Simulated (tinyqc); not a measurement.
# Undoped gate-all-around wire MOSFET, analytic charge model: output curve

An undoped round wire of radius R under an insulator shell and a surrounding gate; long channel, electrons only, n = ni exp((psi - V)/Vt) with V the quasi-Fermi potential (0 at the source, Vd at the drain), constant mobility, no quantisation. The radial Poisson equation gives n(r) = n(0)/(1 - (1 - b) r^2/R^2)^2 with b = Q0/(Q + Q0). Q is the electron charge per area of the wire surface.

ni = sqrt(Nc Nv) exp(-Eg/(2 Vt)), Eg in volts; Cox = eps0 eox/(R ln(1 + tox/R)); Q0 = 4 eps0 eps_r Vt/R; V0 = dphi + Vt ln[8 eps0 eps_r Vt/(q ni R^2)]. Q solves Vg - V0 - V = Q/Cox + Vt ln(Q/Q0) + Vt ln(1 + Q/Q0). I = mu (2 pi R/L)[2 Vt (Qs - Qd) + (Qs^2 - Qd^2)/(2 Cox) + Vt Q0 ln((Qd + Q0)/(Qs + Q0))], with Qs at V = 0 and Qd at V = Vd.

Parameters, values chosen for the exercise; material values close to those of silicon:
```
symbol    value        unit                                             meaning
T           273           K                                         temperature
Eg         1.11          eV                                            band gap
eps_r      11.5                      relative permittivity of the semiconductor
Nc      2.47e19       cm^-3              conduction-band density of states at T
Nv      2.32e19       cm^-3                 valence-band density of states at T
eox        22.4                     relative permittivity of the gate insulator
tox          13          nm                                 insulator thickness
R             4          nm                                         wire radius
dphi       0.05           V  gate work function less that of the intrinsic body
mu          590  cm^2/(V s)                                    channel mobility
L           0.5          um                                         gate length
Vg         0.93           V                                        gate voltage
```

Constants: q = 1.602176634e-19 C, kB = 1.380649e-23 J/K, Vt = kB T/q, eps0 = 8.8541878128e-14 F/cm where lengths are in cm. Results are converted to the units shown.

Results:
```
Vd (V)  Qd (nC/cm^2)      Qd/Qs  I (uA)
0.07          759.51    0.78705  1.7889
0.13          589.39    0.61077  2.9881
0.19          427.26    0.44276  3.8912
0.25          277.12    0.28717  4.5156
0.32          127.44    0.13206  4.9294
0.38          39.156   0.040576  5.0702
0.5          0.44770  4.6393e-4  5.1059
0.56        0.035181  3.6457e-5  5.1062
```

Estimate the missing row, Vd = 0.44 V.

Computed row:
```
Vd (V)  Qd (nC/cm^2)      Qd/Qs  I (uA)
0.44          5.2946  0.0054866  5.1023
```

With this row back in the table: The current rises from 1.79 to 5.11 uA, while the charge at the drain end falls from 0.79 to 3.6e-5 of that at the source. The current first comes within 1 % of its last value at Vd = 0.38 V among the rows. Over the last rows Qd falls by a factor of e for each Vt of drain voltage: the drain end is in weak inversion. In every row the surface density at the source passes 0.3 Nc, where Boltzmann statistics fail. For Vd = 0.32 to 0.56 V mu V/L, with V the smaller of Vd and Vg - V0, passes 3e6 cm/s, so velocity saturation would lower the current. In every row the body is thin enough for quantum confinement, left out here, to raise the threshold.

Computed by the program tinyqc: `OMP_NUM_THREADS=1 python tinyqc.py 2460044 2460045 out.jsonl`, one thread of a shared Intel Xeon 2.30GHz, about 0.02 s for the whole run.
